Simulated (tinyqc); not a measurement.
## One level from two frequencies

Question. A single interface trap level in an MOS capacitor has the conductance Gp/w = Cit w tau/(1 + w^2 tau^2), w = 2 pi f. Find tau and Cit.

Gp/w at f = 1400 and 10000 Hz (nF/cm^2): [15.507843, 13.620532]

Solution. w/(Gp/w) = 1/(Cit tau) + (tau/Cit) w^2 is linear in w^2; the two coefficients give tau and Cit.

tau = 4.64e-5 s
Cit = 44.4 nF/cm^2

Numbers from tinyqc (`OMP_NUM_THREADS=1 python tinyqc.py 2030132 2030133 out.jsonl`; about 0.01 s on one thread of a shared Intel Xeon 2.30GHz).
